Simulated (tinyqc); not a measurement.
Thermionic emission over a Gaussian spread of barriers: two steps of the calculation.

Metal on an n-type semiconductor with one parabolic valley; V > 0 is forward bias (metal positive). Patches of barrier height b are spread as a Gaussian with mean phi - r2 V and variance sg^2 + r3 V; each carries A* T^2 exp(-b/Vt) [exp(V/Vt) - 1].

Inputs (values chosen for the exercise); band and dielectric values those of a made-up semiconductor: temperature T = 200 K; electron mass me = 0.213 m0; barrier height seen from the metal phi = 1.12 eV; standard deviation of the barrier heights sg = 0.042 eV; shift of the mean barrier per volt, with its sign reversed (rho2) r2 = -0.072; change of sg^2 per volt (rho3) r3 = -0.0017 V; bias V = 0.23 V; barrier heights sampled nb = 11.

Constants: q = 1.602176634e-19 C, kB = 1.380649e-23 J/K, h = 6.62607015e-34 J s, m0 = 9.1093837015e-31 kg, Vt = kB T/q. Results are converted to the units shown.

Problem 1. Apparent barrier, ideality and current. A* = 4 pi q me m0 kB^2/h^3 (times 1e-4 for A/(cm^2 K^2)). The mean of exp(-b/Vt) gives the apparent barrier phi_ap(V) = phi - r2 V - (sg^2 + r3 V)/(2 Vt), J = A* T^2 exp(-phi_ap/Vt) [exp(V/Vt) - 1], and 1/n = 1 + r2 + r3/(2 Vt).

Wanted: A*; phi_ap(0); phi_ap(V); n; J.

Solution 1.

A* = 25.597 A/(cm^2 K^2)
phi_ap(0) = 1.0688 eV
phi_ap(V) = 1.0967 eV
n = 1.1381
J = 1.4780e-16 A/cm^2

Problem 2. The same mean by Simpson's rule. With mean mu and deviation s at this bias, take nb equally spaced b from mu - s^2/Vt - 3.5 s to mu + s, the Gaussian density g(b) and y = g exp(-(b - mu)/Vt); the integral I of y gives phi_ap = mu - Vt ln I.

Wanted: b; g; y; I; phi_ap.

Solution 2.

```
point	b (eV)	g (1/eV)	y (1/eV)
0	0.9272	1.2597e-6	0.23755
1	0.9518	4.3249e-5	1.9523
2	0.9765	9.5418e-4	10.310
3	1.0011	0.013528	34.991
4	1.0258	0.12325	76.311
5	1.0504	0.72156	106.94
6	1.0751	2.7146	96.311
7	1.0997	6.5629	55.737
8	1.1243	10.196	20.728
9	1.1490	10.179	4.9534
10	1.1736	6.5302	0.76069
```

I = 10.075
phi_ap = 1.0967 eV

tinyqc, about 0.01 s, one thread, Intel Xeon 2.30GHz (shared host): `OMP_NUM_THREADS=1 python tinyqc.py 2640157 2640158 out.jsonl`
